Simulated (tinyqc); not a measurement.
From results back to parameters: band edges of strained Si(1-x)Ge(x) on relaxed Si(1-y)Ge(y). Three cases, with inputs chosen for the exercise.

Problem. A layer on a (001) buffer has its Delta valleys split into the four in the plane and the two along z: E(Delta4) - E(Delta2) = XuD (e_par - e_perp), e_perp = -2 (C12/C11) e_par, e_par = (a(y) - a(x))/a(x). The splitting is given; find the strain and the Ge fraction y of the buffer.

Values are linear in the Ge fraction but for ED(x) = linear - CD x (1 - x) and a(x) = linear - Ca x (1 - x). Energies are on the common scale of Ev.

Find: e_par; a(y); y.

Method. e_par = splitting/(XuD (1 + 2 C12/C11)) with the values at x; a(y) = a(x)(1 + e_par); a(y) rises steadily with y, so one root lies in the range.

Case 1.

Values chosen (end members near Si and Ge, in this order; shifted at random, so the results belong to these values and not to a real crystal): a = (5.426, 5.653) angstrom (lattice constant); Ca = 0 angstrom (bowing of the lattice constant); XuD = (8.87, 9.44) eV (uniaxial potential, Delta); C11 = (168, 129.8) GPa; C12 = (64.5, 49) GPa; x = 0.55 (Ge fraction of the layer).

E(Delta4) - E(Delta2) = -0.363872 eV

Solution.

e_par = -0.02249
a(y) = 5.4260 angstrom
y = 0

Case 2.

Values chosen (end members near Si and Ge, in this order; shifted at random, so the results belong to these values and not to a real crystal): a = (5.434, 5.651) angstrom (lattice constant); Ca = 0 angstrom (bowing of the lattice constant); XuD = (8.9, 9.14) eV (uniaxial potential, Delta); C11 = (163.7, 130.1) GPa; C12 = (62.9, 48.5) GPa; x = 1 (Ge fraction of the layer).

E(Delta4) - E(Delta2) = -0.294077 eV

Solution.

e_par = -0.01843
a(y) = 5.5468 angstrom
y = 0.520

Case 3.

Values chosen (end members near Si and Ge, in this order; shifted at random, so the results belong to these values and not to a real crystal): a = (5.428, 5.65) angstrom (lattice constant); Ca = 0.029 angstrom (bowing of the lattice constant); XuD = (9.5, 9.79) eV (uniaxial potential, Delta); C11 = (165.1, 130.3) GPa; C12 = (63.4, 48.9) GPa; x = 0.75 (Ge fraction of the layer).

E(Delta4) - E(Delta2) = -0.319764 eV

Solution.

e_par = -0.01874
a(y) = 5.4843 angstrom
y = 0.280

Computed by tinyqc, one run a case: `OMP_NUM_THREADS=1 python tinyqc.py N N+1 out.jsonl` with N = 1081440, 1081479, 1081538; one thread of a shared Intel(R) Xeon(R) Processor @ 2.30GHz, about 0.02 s a run at most.
